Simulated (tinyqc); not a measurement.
Convergence with the mesh: density of states of one tight-binding band on the simple cubic lattice.

E(k) = -2 t (c1 + c2 + c3) - 4 t2 (c1 c2 + c2 c3 + c3 c1) with ci = cos(2 pi ki); k in fractions of the reciprocal vectors, mesh k_i = j/N with j = 0 .. N-1. Densities are per cell and per spin, so the band holds one state.

Each cube of the mesh, corners numbered 0 to 7 as the binary number (i j l), is cut into six tetrahedra around the diagonal 0-7: 0137, 0157, 0237, 0267, 0457, 0467. For corner energies e1 <= e2 <= e3 <= e4 and eij = ei - ej, the share of the tetrahedron below E is n = (E - e1)^3/(e21 e31 e41) for e1 < E < e2; n = [e21^2 + 3 e21 x + 3 x^2 - (e31 + e42) x^3/(e32 e42)]/(e31 e41) with x = E - e2 for e2 < E < e3; n = 1 - (e4 - E)^3/(e41 e42 e43) for e3 < E < e4; its density of states is g = dn/dE.

Gaussian broadening: g(E) = mean over the mesh of exp(-(E - E_k)^2/(2 sigma^2))/(sigma sqrt(2 pi)), n(E) = mean of erfc((E_k - E)/(sigma sqrt 2))/2.

Parameters, chosen for this exercise: t = 1.02 eV (nearest hopping); t2 = 0.01 eV (second hopping); E = 2.18 eV (energy at which the density is wanted); sigma = 0.204 eV (Gaussian width).

At the energy E; the plain count is the share of mesh points below E; the reference is the linear method with N = 36.

Results:

| N | points | g linear | n linear | g Gaussian | n Gaussian | n plain count |
|---|---|---|---|---|---|---|
| 4 | 64 | 0.1167 | 0.8503 | 0.3710 | 0.8298 | 0.8906 |
| 6 | 216 | 0.1169 | 0.8258 | 0.2015 | 0.8138 | 0.8472 |
| 8 | 512 | 0.1173 | 0.8162 | 0.1258 | 0.8095 | 0.8301 |
| 12 | 1728 | 0.1172 | 0.8090 | 0.1116 | 0.8067 | 0.8200 |
| 16 | 4096 | 0.1171 | 0.8063 | 0.1230 | 0.8020 | 0.8049 |
| 20 | 8000 | 0.1181 | 0.8051 | 0.1194 | 0.8010 | 0.8019 |

reference n and g: 0.8037  0.1192

What can be read from this table?

The linear n(E) stays within 0.002 of the reference from N = 20 on. The Gaussian g still moves by more than 1 % between the last two meshes. At the last mesh it lies 0.000 1/eV from the reference g and the linear g -0.001. The plain count errs by -0.0018 at the last mesh.

Run: tinyqc, `OMP_NUM_THREADS=1 python tinyqc.py 1650941 1650942 out.jsonl`; Intel(R) Xeon(R) Processor @ 2.30GHz, one thread, shared host; about 0.3 s of CPU time with all checks.
